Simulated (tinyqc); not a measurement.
Implant damage, amorphisation by cascade overlap, and solid-phase epitaxial regrowth. Changing the ion energy E. Computed by tinyqc, a small Python program. Command: `OMP_NUM_THREADS=1 python tinyqc.py 3111848 3111849 out.jsonl sper sweep`. One thread of a shared host (Intel(R) Xeon(R) Processor @ 2.30GHz), about 0.01 s of CPU time with the checks.

Range and width of the damage are inputs. Dynamic annealing enters only through the surviving share f.

Inputs (values chosen for the exercise, modelled on phosphorus ions in silicon):

| quantity | value | unit |
|---|---|---|
| ion Z1 | 15 | - |
| ion mass M1 | 31 | u |
| target Z2 | 14 | - |
| target mass M2 | 28.09 | u |
| displacement energy E_d | 14 | eV |

Constants: a_0 = 0.529177210903 angstrom; e^2/(4 pi eps_0) = 14.39964548 eV angstrom.

Method. Robinson partition: eps = E a M2/(Z1 Z2 (e^2/(4 pi eps_0)) (M1 + M2)), a = 0.8853 a_0/sqrt(Z1^(2/3) + Z2^(2/3)); k = 0.0793 Z1^(2/3) Z2^(1/2) (M1 + M2)^(3/2)/((Z1^(2/3) + Z2^(2/3))^(3/4) M1^(3/2) M2^(1/2)); damage energy T_d = E/(1 + k (eps + 0.40244 eps^(3/4) + 3.4008 eps^(1/6))); displacements nu = 0.8 T_d/(2 E_d).

One run for each value:

| ion energy E (keV) | T_d/E | displacements per ion nu | reduced energy eps |
|---|---|---|---|
| 1.0 | 0.7957 | 23 | 0.021 |
| 2.0 | 0.7736 | 44 | 0.043 |
| 4.2 | 0.7462 | 90 | 0.090 |
| 8.5 | 0.7147 | 174 | 0.182 |
| 17.0 | 0.6761 | 328 | 0.363 |
| 35.0 | 0.6237 | 624 | 0.748 |
| 72.0 | 0.5542 | 1140 | 1.538 |
| 150.0 | 0.4628 | 1983 | 3.204 |
| 300.0 | 0.3608 | 3092 | 6.407 |

Over the rows, T_d/E falls from 0.796 to 0.361 (exponent d ln y / d ln x -0.041 between the first rows and -0.36 between the last); displacements per ion nu rises from 22.7 to 3090 (exponent d ln y / d ln x 0.96 between the first rows and 0.64 between the last); reduced energy eps rises from 0.0214 to 6.41 (exponent d ln y / d ln x about 1.00 throughout). Electronic losses take a growing share as eps rises, so nu grows more slowly than E.
